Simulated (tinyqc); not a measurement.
Strain-driven roughening and islands of a mismatched epitaxial film: one step, computed by the program tinyqc.

Film and substrate share isotropic elastic constants; the film is coherent and biaxially strained.

Task: A ripple of given wavelength. A ripple A cos(k x) has the surface chemical potential per volume [gamma k^2 - 2 (1 + nu) w k] A cos(k x), so k_c = 2 (1 + nu) w/gamma. With surface diffusion the amplitude grows at the rate q = B k^2 [2 (1 + nu) w k - gamma k^2], fastest at k_m = (3/4) k_c. B is the surface mobility. Stress at the trough = stress x (1 + 2 k A).

Inputs (values chosen for the exercise, for a model film): Poisson ratio nu = 0.27; surface energy gamma = 0.979 J/m^2; surface mobility D_s nu_s Omega^2/(k_B T) = 9.6e-35 m^6/(J s); initial ripple amplitude A0 = 0.16 nm; ripple wavelength over the critical one = 1.5.

Transport: surface diffusion.

k_c = 0.3557254 1/nm

energy density w = 137.1083 MJ/m^3

growth time 1/q at k_m = 6.300323 s

Give: k; rate q; q over the largest rate; stress concentration at A0.

Result:

k = 0.2372 1/nm

rate q = 0.1486 1/s

q over the largest rate = 0.9364

stress concentration at A0 = 1.076

The ripple grows.
